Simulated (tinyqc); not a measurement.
On-chip interconnect, size-dependent resistivity and RC delay: two steps of the calculation.

A rectangular line between two neighbours and two ground planes. Surface and grain-boundary scattering are added to the bulk resistivity as corrections; capacitances are parallel-plate values without fringing; inductance is ignored.

Parameters, values chosen for the exercise; metal values close to those of copper: line length Lw = 270 um; driver resistance Rd = 1400 ohm; load capacitance Cl = 0.14 fF; time step dt = 12 ps.

Task 1. Ladder and Elmore delays. 5 equal pi sections: series Rs = r Lw/5; node capacitances c Lw/5, halved at nodes 0 and 5, with Cl added to node 5; Rd feeds node 0. Elmore delay of node k: the sum, over the resistors on the path to k, of resistance times all capacitance downstream of it.

r = 1.3399628 ohm/um
c = 0.19852451 fF/um

Wanted: Rs; C; Elmore delay.

Result 1.

Rs = 72.36 ohm

```
node	C (fF)	Elmore delay (ps)
0	5.360	75.24
1	10.72	78.74
2	10.72	81.46
3	10.72	83.41
4	10.72	84.59
5	5.500	84.99
```

The far-end value equals Rd (c Lw + Cl) + r Lw (c Lw/2 + Cl) for any number of pi sections; the line resistance contributes 11.5 % of it.

Task 2. Node voltages after a time step. A 1 V step is applied behind Rd at t = 0. C dv/dt = -G v + b, with G the conductance matrix of the ladder (1/Rs between neighbours, 1/Rd added at node 0) and b = (1 V/Rd, 0, ...). Backward Euler step: (C/dt + G) v(new) = (C/dt) v + b.

Rs = 72.357990 ohm

```
node	C (fF)	v at t = 0 (V)
0	5.3601618	0
1	10.720324	0
2	10.720324	0
3	10.720324	0
4	10.720324	0
5	5.5001618	0
```

Wanted: v at t = 1 dt.

Result 2.

v at t = 1 dt, node 0 to 5 (V): 0.1910  0.1554  0.1298  0.1126  0.1026  0.0993

tinyqc, about 0.01 s, one thread, Intel Xeon 2.30GHz (shared host): `OMP_NUM_THREADS=1 python tinyqc.py 2100078 2100079 out.jsonl`
